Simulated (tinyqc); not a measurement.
# Amplitude against the length of the filling pulse

In DLTS the amplitude of the capacitance transient follows the share of traps filled by the pulse. In the neutral layer an empty trap fills as 1 - exp(-tp/tc), tc = 1/(sn vth(T) Nd), vth(T) = vth (T/300 K)^0.5; emission during the pulse and slow capture at the depletion edge are neglected.

Parameters, values chosen for the exercise:
```
symbol    value   unit                       meaning
vth       2.6e7   cm/s     thermal velocity at 300 K
Nd       8.3e16  cm^-3         shallow donor density
sn      1.1e-17   cm^2         capture cross-section
T           102      K  temperature of the transient
```

Amplitude against the length of the filling pulse:
```
tp (s),tp/tc,amplitude over its full value,ln(1 - that)
3.7e-9,0.05121,0.04992,-0.05121
6.9e-9,0.09551,0.09109,-0.09551
1.3e-8,0.1799,0.1647,-0.1799
2.4e-8,0.3322,0.2827,-0.3322
4.4e-8,0.6090,0.4561,-0.6090
8.2e-8,1.135,0.6786,-1.135
1.5e-7,2.076,0.8746,-2.076
2.8e-7,3.876,0.9793,-3.876
5.2e-7,7.198,0.9993,-7.198
```

The amplitude rises from 0.0499 to 0.999 of its full value. The last column is linear in tp with slope -1/tc, tc = 7.22e-8 s, which gives the cross-section from Nd and vth, independently of the Arrhenius intercept; 99 % filling needs 3.33e-7 s. In every row T is below 110 K, where shallow donors begin to freeze out; the model keeps them ionised.

Numbers from tinyqc (`OMP_NUM_THREADS=1 python tinyqc.py 2050103 2050104 out.jsonl`; about 0.01 s on one thread of a shared Intel Xeon 2.30GHz).
